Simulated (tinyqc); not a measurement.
Transfer curve: field-effect mobility of a thin-film transistor with band-tail and deep states (multiple trapping). Computed by tinyqc, a small Python program. Command: `OMP_NUM_THREADS=1 python tinyqc.py 3001541 3001542 out.jsonl tft walk`. One thread of a shared host (Intel(R) Xeon(R) Processor @ 2.30GHz), about 0.06 s of CPU time with the checks.

A thick film in accumulation at small drain voltage. Only free electrons move; trapped ones still screen the gate. N_c and mu_0 are held fixed when T changes, leaving out the T^(3/2) growth of N_c. x = E_0 - psi is the distance of the Fermi level below the band edge.

Inputs (values chosen for the exercise, modelled on an amorphous In-Ga-Zn oxide):
```
quantity                                     value         unit
permittivity eps                              11.5            -
effective density of states N_c            4.7e+18       1/cm^3
band mobility mu_0                              14   cm^2/(V s)
tail density at the edge g_t               5.3e+19  1/(eV cm^3)
tail width E_t                                  32          meV
deep-state density g_d                     4.5e+15  1/(eV cm^3)
flat-band Fermi level below the edge, E_0     0.56           eV
equivalent oxide thickness t                    20           nm
temperature T                                  350            K
```

Deep states: included.

Constants: k_B = 8.617333262e-05 eV/K; e = 1.602176634e-19 C; eps_0 = 8.8541878128e-12 F/m.

Method:
- F_j(eta) = int_0^infinity x^j/(1 + exp(x - eta)) dx, without a gamma-function factor.
- Integrals over x = E/(k_B T) use 160 Gauss-Legendre points in u = sqrt(x) from 0 to sqrt(max(eta, 0) + 32).
- Free n(x) = N_c (2/sqrt(pi)) F_1/2(-x/k_B T), with F_1/2 from its two-term series in exp(-x/k_B T) for x >= 12 k_B T; tail n_t(x) = int_0^1.2eV g_t exp(-E/E_t)/(1 + exp((x - E)/k_B T)) dE, E counted down from the edge, 120 Gauss-Legendre points; deep charge g_d psi; space charge rho(psi) = n + n_t + g_d psi less its value at psi = 0.
- Poisson: F(psi) = sqrt((2 e/(eps eps_0)) int_0^psi rho dpsi'); V_G - V_FB = psi_s + eps F(psi_s) t/3.9; free sheet density N_f = int (n - n(E_0))/F dpsi; induced sheet density N_i = eps eps_0 F(psi_s)/e; trapezoid rule on 301 even points in psi, the first interval left out of N_f.
- mu_eff = mu_0 N_f/N_i; field-effect mobility mu_FE = mu_0 e (dN_f/dV_G)/C_ox and swing S = dV_G/dlog10(N_f), by a central difference of +/- 2 mV in psi_s; C_ox = 3.9 eps_0/t.

Against the band bending:
```
psi_s (V)  V_G - V_FB (V)  N_f (1/cm^2)  mu_eff (cm^2/(V s))  mu_FE (cm^2/(V s))  S (mV/decade)
0.20               0.2326    2.0818e+08               0.0830               0.061          102.2
0.28               0.3326    1.8181e+09               0.4486               0.465          117.1
0.35               0.4481    1.1027e+10               1.4601               1.678          196.7
0.40               0.5790    3.4941e+10               2.5362               3.018          346.4
0.45               0.7978    1.0061e+11               3.7585               4.696          641.0
0.49               1.0862    2.2440e+11               4.8895               6.389         1051.0
0.53               1.5389    4.8424e+11               6.2351               8.418         1721.0
0.57               2.2262    9.8743e+11               7.7457              10.419         2835.2
0.62               3.4783    2.0845e+12               9.4743              12.063         5168.9
```

What does the comparison show, and why?

The steepest swing among the rows is 102 mV/decade. mu_eff climbs from 0.083 to 9.5, 68 % of mu_0 in the last row. Between rows 6 and 7 N_f scales as (V_G - V_FB - psi_s)^1.46; an exponential tail holding all the charge would give the larger of 1 and 2 E_t/k_B T - 1, here 1.12, and free charge alone 1; charge in deep states makes the exponent larger and lets it vary with V_G.
